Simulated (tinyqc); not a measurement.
Heavy doping: gap narrowing, degeneracy and the minority density: one step. Product and minority density. Three cases, with inputs chosen for the exercise.

Problem. Combine both effects.

Majority: N = Nv F_1/2(eta), eta the distance of EF beyond the majority band edge in kT. Degeneracy factor gam = F_1/2(eta)/exp(eta). ni0^2 = Nc Nv exp(-Eg/kT); product n p = ni0^2 gam exp(dEg/kT), dEg the true narrowing; apparent narrowing dEa = dEg + kT ln gam; minority density = n p/N.

Constants: kB = 8.617333262e-05 eV/K.

Give: ni0; exp(dEg/kT); dEa; sqrt(n p); minority density.

Case 1.

Values chosen (gap and densities of states near those of InP at this temperature; narrowing constants of the size fitted for Si, not for this material; shifted at random, so the results belong to these values and not to a real crystal): N = 8.6e+18 1/cm^3 (ionised acceptors, equal to the majority density); Eg = 1.337 eV (gap); Nc = 6.99e+17 1/cm^3 (conduction-band density of states); Nv = 1.54e+19 1/cm^3 (valence-band density of states); T = 350 K.

dEg (empirical fit) = 72.1048 meV
gam = 0.822078

Solution.

ni0 = 7.76e+08 1/cm^3
exp(dEg/kT) = 10.9
dEa = 66.2 meV
sqrt(n p) = 2.33e+09 1/cm^3
minority density = 0.629 1/cm^3

Narrowing multiplies the product by 10.9 and degeneracy by 0.822; together they change the minority density by a factor 8.98 against ni0^2/N.

Case 2.

Values chosen (gap and densities of states near those of InP at this temperature; narrowing constants of the size fitted for Si, not for this material; shifted at random, so the results belong to these values and not to a real crystal): N = 1e+19 1/cm^3 (ionised acceptors, equal to the majority density); Eg = 1.283 eV (gap); Nc = 1.11e+18 1/cm^3 (conduction-band density of states); Nv = 2.36e+19 1/cm^3 (valence-band density of states); T = 450 K.

dEg (empirical fit) = 71.7244 meV
gam = 0.861627

Solution.

ni0 = 3.35e+11 1/cm^3
exp(dEg/kT) = 6.36
dEa = 65.9 meV
sqrt(n p) = 7.83e+11 1/cm^3
minority density = 6.14e+04 1/cm^3

Narrowing multiplies the product by 6.36 and degeneracy by 0.862; together they change the minority density by a factor 5.48 against ni0^2/N.

Case 3.

Values chosen (gap and densities of states near those of Si at this temperature; narrowing constants near the fits for Si; shifted at random, so the results belong to these values and not to a real crystal): N = 3.6e+19 1/cm^3 (ionised acceptors, equal to the majority density); Eg = 1.085 eV (gap); Nc = 5.05e+19 1/cm^3 (conduction-band density of states); Nv = 2.11e+19 1/cm^3 (valence-band density of states); T = 450 K.

dEg (empirical fit) = 74.4428 meV
gam = 0.554599

Solution.

ni0 = 2.74e+13 1/cm^3
exp(dEg/kT) = 6.82
dEa = 51.6 meV
sqrt(n p) = 5.33e+13 1/cm^3
minority density = 7.90e+07 1/cm^3

Narrowing multiplies the product by 6.82 and degeneracy by 0.555; together they change the minority density by a factor 3.78 against ni0^2/N.

Computed by tinyqc, one run a case: `OMP_NUM_THREADS=1 python tinyqc.py N N+1 out.jsonl` with N = 1650853, 1651032, 1651226; one thread of a shared Intel(R) Xeon(R) Processor @ 2.30GHz, about 0.01 s a run at most.
